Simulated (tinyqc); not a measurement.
Planar metal-insulator-metal capacitor: capacitance, non-linearity, leakage and relaxation: one step of the calculation.

A film between two metal electrodes, each interface adding a series capacitance ci. The small-signal permittivity is ek (1 + aq E^2); the field is found with the linear permittivity. Leakage J = J0 sinh(E/Ef). After a voltage step the film passes a relaxation current kr C V tt^(-nr), tt being the time in seconds.

Problem. Planar capacitance, field and non-linearity. Planar film: Cf = eps0 ek/t, 1/C = 1/Cf + 2/ci, EOT = 3.9 eps0/C, effective permittivity C t/eps0, E = (V/t) C/Cf; quadratic coefficient [C(V)/C - 1]/V^2 with Cf (1 + aq E^2) in C(V).

Inputs (values chosen for the exercise); permittivity of the order of that of hafnium oxide:
- ek = 19.5 (relative permittivity of the film)
- t = 4.5 nm (film thickness)
- ci = 150 uF/cm^2 (capacitance of each electrode interface (dead layer and screening))
- aq = 0.0097 cm^2/MV^2 (quadratic field coefficient of the permittivity)
- V = 1.9 V (bias)
- J0 = 1.6e-11 A/cm^2 (leakage prefactor)
- Ef = 0.41 MV/cm (field for an e-fold rise of the leakage)

Constants: eps0 = 8.8541878128e-14 F/cm where lengths are in cm. Results are converted to the units shown.

Wanted: Cf; C; EOT; effective permittivity; E; quadratic coefficient; J.

Solution.

Cf = 3.8368 uF/cm^2
C = 3.6501 uF/cm^2
EOT = 0.94604 nm
effective permittivity = 18.551
E = 4.0167 MV/cm
quadratic coefficient = 40931 ppm/V^2
J = 1.4383e-7 A/cm^2

The interfaces take 4.87 % of the voltage.

Range of the model: The field exceeds about 3.2 MV/cm, a sizeable part of the breakdown field expected for this permittivity.

Numbers from tinyqc (`OMP_NUM_THREADS=1 python tinyqc.py 2102018 2102019 out.jsonl`; about 0.01 s on one thread of a shared Intel Xeon 2.30GHz).
